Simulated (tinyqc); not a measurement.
Potential-pH (Pourbaix) lines of a metal, its cation, its oxide and an oxyanion, with a complexing ligand: one step, computed by the program tinyqc. Command: `OMP_NUM_THREADS=1 python tinyqc.py 3016706 3016707 out.jsonl pourb walk`. One thread of a shared host (Intel(R) Xeon(R) Processor @ 2.30GHz), about 0.02 s of CPU time with the checks.

Potentials are against the standard hydrogen electrode; solids and water have unit activity; dG_f of M, H+ and the electron is zero; F = e N_A and s = R T ln(10)/F. The cation carries z = 2.

Problem. The stable species at (pH, E). M2+ + 2e = M; MO + 2H+ + 2e = M + H2O; MO2(2-) + 4H+ + 2e = M + 2H2O. For each, E0 = -dG/(z F), and E = E0 + (s/z) log10 a - (s n_H/z) pH, with no activity term for the oxide. The metal is stable below the lowest of the three lines; above it, the species of the lowest line is stable. Water lines at 1 bar: hydrogen E = -s pH, oxygen E = -dG_f(water)/(2F) - s pH.

Inputs (values chosen for the exercise, modelled on iron):
```
quantity                             value    unit
dG_f of water                      -237.14  kJ/mol
temperature T                       298.15       K
log10 of the dissolved activity a       -5       -
pH                                     3.7       -
potential E                          -0.94       V
```

Species: M, M2+, MO, MO2(2-).

E0 (V): cation -0.4033256, oxide -0.0845724, oxyanion 0.8590425

s = 0.05915935 V

Constants: e = 1.602176634e-19 C; N_A = 6.02214076e+23 1/mol.

Give: lines at this pH; upper limit of immunity; hydrogen line; oxygen line; E above the limit of immunity.

Solution.

lines at this pH (V): cation -0.5512, oxide -0.3035, oxyanion 0.2734

upper limit of immunity = -0.5512 V

hydrogen line = -0.2189 V

oxygen line = 1.010 V

E above the limit of immunity = -0.3888 V

The metal is immune at this point. The point lies outside the stability range of water. Water itself can oxidise the metal at this pH. Caution: other oxidation states, hydroxides and hydrides are left out, and the lines say nothing of rates.
